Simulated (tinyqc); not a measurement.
Resistive crossbar, vector-matrix product with wire resistance: one step of the calculation.

2 rows and 2 columns. Cell (i, j) joins row node wij to column node bij. Each row is driven at its left end through one wire segment rw; neighbouring nodes along a row or a column are joined by rw; each column ends below the last row in one more rw and a virtual ground, where its current is read. Ideal output: I_j = sum_i V_i G_ij.

Problem. The nodal equations. Kirchhoff current law at every node, A x = b: A holds the sum of the conductances at a node on the diagonal and minus the conductance between two nodes off it (wire conductance 1/rw); b = V_i/rw at the first node of row i.

Values chosen for this exercise:
- rw = 200 ohm (wire resistance between neighbouring cells)
- V = [0.29, 0.4] V (input voltages of the rows)

cell conductances G (uS):
```
       column 1  column 2
row 1       420       450
row 2       140       370
```

Find: A; b.

Solution.

A (uS):
```
         w11     w12      w21     w22     b11     b12      b21      b22
w11  1.042e4   -5000        0       0  -420.0       0        0        0
w12    -5000    5450        0       0       0  -450.0        0        0
w21        0       0  1.014e4   -5000       0       0   -140.0        0
w22        0       0    -5000    5370       0       0        0   -370.0
b11   -420.0       0        0       0    5420       0    -5000        0
b12        0  -450.0        0       0       0    5450        0    -5000
b21        0       0   -140.0       0   -5000       0  1.014e4        0
b22        0       0        0  -370.0       0   -5000        0  1.037e4
```

b (uA): w11 1450, w12 0, w21 2000, w22 0, b11 0, b12 0, b21 0, b22 0

tinyqc, about 0.01 s, one thread, Intel Xeon 2.30GHz (shared host): `OMP_NUM_THREADS=1 python tinyqc.py 2880017 2880018 out.jsonl`
